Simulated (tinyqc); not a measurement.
# Worked calculation: metal-interlayer-semiconductor contact, depinning against tunnelling resistance

Program tinyqc, `OMP_NUM_THREADS=1 python tinyqc.py 2270133 2270134 out.jsonl`; Intel Xeon 2.30GHz, shared host, one thread, about 0.03 s. Printed values are rounded.

Zero bias, n-type semiconductor. Gap states at the semiconductor surface thin out as exp(-be ti), which unpins the barrier; electrons must then cross the interlayer (a rectangular barrier, no voltage drop across it) and the parabolic depleted layer, both by WKB. Energies E are counted from the Fermi level; no image force, parabolic bands.

Values chosen for this exercise; semiconductor values close to those of germanium; interlayer mass of the order of that in titanium dioxide, offset chosen freely: temperature T = 400 K; band gap Eg = 0.661 eV; relative permittivity eps_r = 16.1; electron affinity chi = 3.85 eV; conduction-band density of states at T Nc = 1.6e19 cm^-3; tunnelling mass in the semiconductor mt = 0.117 m0; Richardson mass mA = 1.06 m0; donor density Nd = 2.4e19 cm^-3; charge-neutrality level above the valence band E0 = 0.091 eV; pinning factor without interlayer S0 = 0.049; metal work function phiM = 4.25 eV; interlayer thickness ti = 1.1 nm; conduction-band offset of the interlayer above the semiconductor dE = 0.1 eV; tunnelling mass in the interlayer mi = 0.31 m0; decay constant of gap states through the interlayer be = 4.5 1/nm.

Constants: q = 1.602176634e-19 C, kB = 1.380649e-23 J/K, eps0 = 8.8541878128e-12 F/m, hbar = 1.054571817e-34 J s, h = 6.62607015e-34 J s, m0 = 9.1093837015e-31 kg, Vt = kB T/q, hbar^2/(2 m0) = 0.0380998212 eV nm^2. Results are converted to the units shown.

## Pinning, barrier and scales

S = 1/(1 + (1/S0 - 1) exp(-be ti)); phiB = S (phiM - chi) + (1 - S)(Eg - E0); xi = Ec - EF deep inside, from Nd = Nc F(-xi/Vt), F(x) = (2/sqrt(pi)) int_0^infinity sqrt(u) du/(1 + exp(u - x)); band bending U = phiB - xi; E00 = (hbar/2) sqrt(Nd/(eps0 eps_r mt m0)) in volts; A = 4 pi q mA m0 kB^2/h^3.

S = 0.879139
phiB = 0.420546 eV
xi = -0.0318888 eV
U = 0.452435 eV
E00 = 0.0662715 eV
A = 127.384 A/(cm^2 K^2)

The interlayer moves the barrier from 0.562 eV to 0.421 eV; the unpinned limit is phiM - chi = 0.400 eV. E00/Vt = 1.92: by the usual rule of thumb (0.5 to 5) thermionic-field emission.

## Exponents and integrand on an energy grid

E, point 0 to 15 (eV): -0.03  0  0.03  0.06  0.09  0.12  0.15  0.18  0.21  0.24  0.27  0.3  0.33  0.36  0.39  0.42

With U = phiB - xi: for xi < E < phiB, y = (E - xi)/U and G1 = (U/E00) [sqrt(1 - y) - y ln((1 + sqrt(1 - y))/sqrt(y))], G1 = 0 above phiB; G2 = 2 ti sqrt(mi max(phiB + dE - E, 0)/C), C = hbar^2/(2 m0); f = 1/(1 + exp(E/Vt)); integrand exp(-G1 - G2) f.

```
point       G1       G2           f  integrand (1e-5)
0      6.71492  4.65628    0.704816           0.81213
1      5.61904  4.52764         0.5           1.96031
2      4.80042  4.39523    0.295184           2.99550
3      4.10466  4.25872    0.149227           3.48079
4      3.49306  4.11767   0.0684328           3.38816
5      2.94722  3.97163   0.0298474           2.95182
6      2.45653  3.82000   0.0127211           2.39144
7      2.01431  3.66210  0.00536738           1.83878
8      1.61616  3.49708  0.00225495           1.35671
9      1.25925  3.32387  9.45632e-4           0.96671
10     0.94198  3.14113  3.96258e-4           0.66789
11     0.66379  2.94708  1.65995e-4           0.44866
12     0.42537  2.73932  6.95269e-5           0.29359
13     0.22914  2.51445  2.91197e-5           0.18735
14     0.08095  2.26738  1.21958e-5           0.11650
15     0.00019  1.98987  5.10776e-6           0.06982
```

## Contact resistivity

1/rho_c = (A T^2/Vt^2) I, with I the trapezoid sum of the integrand over the grid.

I = 7.04556e-6 eV
rho_c = 8.2740e-6 ohm cm^2

A fine grid from xi upwards gives rho_c = 8.173e-6 ohm cm^2; the coarse value is 1.2 % above it. The integrand peaks at E = 0.069 eV, and 0.61 % of the current flows above phiB. Tunnelling through the interlayer costs a factor of 57.9 at this barrier height; the bare contact (ti = 0) has rho_c = 9.02e-7 ohm cm^2, so with the interlayer rho_c is 9.06 times that.
